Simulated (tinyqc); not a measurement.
Newton steps for the Fermi level: carrier statistics of a doped semiconductor with parabolic bands.

Inputs chosen for the exercise (near those of InP; the results hold for these values, not for the real material): ND = 2.8e+14 1/cm^3 (donors); NA = 5.2e+13 1/cm^3 (acceptors); E_start = 1.044 eV (first guess of EF); cap = 12 (iteration cap).

Eg = 1.347128 eV
kT = 0.0258520 eV
Nc = 6.14205e+17 1/cm^3
Nv = 1.29270e+19 1/cm^3

Boltzmann statistics and full ionisation: n = Nc exp((EF - Eg)/kT), p = Nv exp(-EF/kT). First run: Newton on f = p + ND - n - NA. Second run: Newton on ln(p + ND) - ln(n + NA). Stop when the step is below 1e-7 eV.

First run:

| step | EF (eV) | n (1/cm^3) | step taken (kT) |
|---|---|---|---|
| 1 | 1.04400 | 4.97e+12 | 44.914 |
| 2 | 2.20511 | 1.59e+32 | -1.000 |
| 3 | 2.17926 | 5.85e+31 | -1.000 |
| 4 | 2.15340 | 2.15e+31 | -1.000 |
| 5 | 2.12755 | 7.92e+30 | -1.000 |
| 6 | 2.10170 | 2.91e+30 | -1.000 |
| 7 | 2.07585 | 1.07e+30 | -1.000 |
| 8 | 2.05000 | 3.94e+29 | -1.000 |
| 9 | 2.02414 | 1.45e+29 | -1.000 |
| 10 | 1.99829 | 5.34e+28 | -1.000 |
| 11 | 1.97244 | 1.96e+28 | -1.000 |
| 12 | 1.94659 | 7.22e+27 | -1.000 |

Second run:

| step | EF (eV) | n (1/cm^3) | step taken (kT) |
|---|---|---|---|
| 1 | 1.04400 | 4.97e+12 | 18.267 |
| 2 | 1.51623 | 4.26e+20 | -14.234 |
| 3 | 1.14824 | 2.80e+14 | -0.202 |
| 4 | 1.14302 | 2.29e+14 | -0.003 |
| 5 | 1.14293 | 2.28e+14 | 0.000 |

Has the first run converged, and what does its course show?

No: the last step is still 1.00 kT. The first step jumps by 44.9 kT, far past the root, because the slope -(n + p)/kT is small at the start; after it n is far too large, the residual is a pure exponential, and Newton then retreats by one kT a step (11 such steps here). The rerun on the logarithm, which is close to linear in EF once n outweighs the compensating charge, converges in 5 steps to EF = 1.14293 eV.

tinyqc: `OMP_NUM_THREADS=1 python tinyqc.py 1681258 1681259 out.jsonl`; about 0.02 s, one thread, shared Intel(R) Xeon(R) Processor @ 2.30GHz.
